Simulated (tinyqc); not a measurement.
Inside a calculation. Model: CMOS inverter, nodal equation and switching.

Computed by the program tinyqc: `OMP_NUM_THREADS=1 python tinyqc.py 2340168 2340169 out.jsonl`, one thread of a shared Intel Xeon 2.30GHz, about 0.04 s for the whole run. Printed values are rounded.

An n-channel pull-down (bn, VTn) and a p-channel pull-up (bp, VTp) share the input Vin and the output node Vout, which carries the load C. Transistor (EKV form, voltages against the body): I = 2 n b Vt^2 [F(vp - Vs) - F(vp - Vd)] from drain to source, F(v) = ln^2(1 + exp(v/(2 Vt))), vp = (Vg - VT + sg |Vd - Vs|)/n. n-channel bodies are at 0; for the p-channel device all voltages are counted down from Vdd. b in uA/V^2 gives I in uA. Static: In = Ip. Transient: C dVout/dt = Ip - In. No velocity saturation, no gate capacitance beyond C.

Values chosen for this exercise:
- T = 400 K (temperature)
- Vdd = 0.4 V (supply voltage)
- n = 1.34 (slope factor)
- sg = 0.087 (drain-induced barrier lowering)
- VTn = 0.26 V (n-channel threshold)
- VTp = 0.27 V (p-channel threshold (magnitude))
- bn = 370 uA/V^2 (gain factor of the pull-down transistor)
- bp = 370 uA/V^2 (gain factor of the pull-up transistor)
- C = 2 fF (load capacitance)
- Vin = 0.14 V (input voltage)
- dt = 20 ps (time step)

Constants: q = 1.602176634e-19 C, kB = 1.380649e-23 J/K, Vt = kB T/q. Results are converted to the units shown.

## Iteration 1: output voltage by Newton steps

Vout at the start = 0.2 V

f = In - Ip at (Vin, Vout); G = df/dVout by a central difference with +/- 1e-6 V; Vout(new) = Vout - f/G.

In = 0.0951048 uA
Ip = 0.630800 uA
G = 1.11763 uS
Vout after iteration 1 = 0.679315 V

This step lands outside the rails.

## Iteration 2: output voltage by Newton steps

As before.

In = 0.204764 uA
Ip = -20.2884 uA
G = 150.784 uS
Vout after iteration 2 = 0.543404 V

The value that enters this step is an overshoot, farther from the solution than the start was, so its intermediate quantities are not physical.

## Course of the iteration: output voltage by Newton steps

Stop when Vout changes by less than 1e-9 V, or after 30 iterations.

Course of the iteration:

| iteration | Vout (V) | \|change\| (V) |
|---|---|---|
| 1 | 0.679315 | 0.479 |
| 2 | 0.543404 | 0.136 |
| 3 | 0.468049 | 0.0754 |
| 4 | 0.421677 | 0.0464 |
| 5 | 0.395596 | 0.0261 |
| 6 | 0.386762 | 8.83e-3 |
| 7 | 0.386076 | 6.86e-4 |
| 8 | 0.386072 | 3.84e-6 |
| 9 | 0.386072 | 1.20e-10 |

Converged in 9 iterations. At the end the number of correct digits about doubles with each step. On the way 4 iterate(s) lie more than 5 mV outside the rails, the first at 0.679 V, before the steps return.

## Transfer curve

| point | Vin (V) |
|---|---|
| 0 | 0 |
| 1 | 0.04 |
| 2 | 0.08 |
| 3 | 0.12 |
| 4 | 0.16 |
| 5 | 0.2 |
| 6 | 0.24 |
| 7 | 0.28 |
| 8 | 0.32 |
| 9 | 0.36 |
| 10 | 0.4 |

For each Vin solve In = Ip; gain = dVout/dVin.

| point | Vout (V) | supply current (uA) | gain |
|---|---|---|---|
| 0 | 0.399815 | 0.0082598 | -0.0052 |
| 1 | 0.399413 | 0.018790 | -0.0173 |
| 2 | 0.398041 | 0.041807 | -0.0605 |
| 3 | 0.392981 | 0.089867 | -0.2330 |
| 4 | 0.370243 | 0.18112 | -1.2264 |
| 5 | 0.148963 | 0.25565 | -9.5487 |
| 6 | 0.020082 | 0.15353 | -0.7578 |
| 7 | 0.005056 | 0.074535 | -0.1640 |
| 8 | 0.001441 | 0.034321 | -0.0440 |
| 9 | 0.000438 | 0.015327 | -0.0128 |
| 10 | 0.000140 | 0.0067084 | -0.0039 |

The switching point Vin = Vout lies at 0.1954 V, with a gain of -10.5. The current peaks at 0.256 uA among the points, against 0.0083 and 0.0067 uA of leakage at the ends.

## Switching point and noise margins

VM solves In = Ip with Vin = Vout. VIL and VIH are the inputs at which the gain is -1; NML = VIL - Vout(VIH), NMH = Vout(VIL) - VIH.

VM = 0.19543 V
gain at VM = -10.530
VIL = 0.15595 V
VIH = 0.23405 V
NML = 0.13068 V
NMH = 0.14068 V

VM lies 4.6 mV below Vdd/2, and the high margin is the larger one. With both transistors saturated the size of the gain tends to 1/sg = 11.5; here it is 8.4 % below that.

## Step 1: one time step of the falling output

Vout at t = 0 = 0.4 V

The input steps to Vdd at t = 0; I = In - Ip. Implicit Euler: V(new) = V - (dt/C) I(V(new)), solved for V(new); 1 ps uA/fF = 1 mV.

I(V) = 4.86718 uA
I(V(new)) = 4.68215 uA
Vout after step 1 = 0.353178 V

## Step 2: one time step of the falling output

As before.

I(V) = 4.68215 uA
I(V(new)) = 4.50722 uA
Vout after step 2 = 0.308106 V

## Delays and energy

For a step input the delay to Vdd/2 is tHL = C times the integral of dV/(In - Ip) from Vdd/2 to Vdd at Vin = Vdd, and tLH likewise with Ip - In from 0 to Vdd/2 at Vin = 0. Energy drawn for one full cycle of the output: C Vdd^2. Leakage power: Vdd times the mean of the supply currents at Vin = 0 and Vdd.

tHL = 89.7393 ps
tLH = 98.8522 ps
energy = 0.32 fJ
leakage power = 2.99365 nW

Time steps as above cross Vdd/2 at 91.8 ps by linear interpolation, 2.3 % above tHL. tLH/tHL = 1.10, with bn/bp = 1.00.
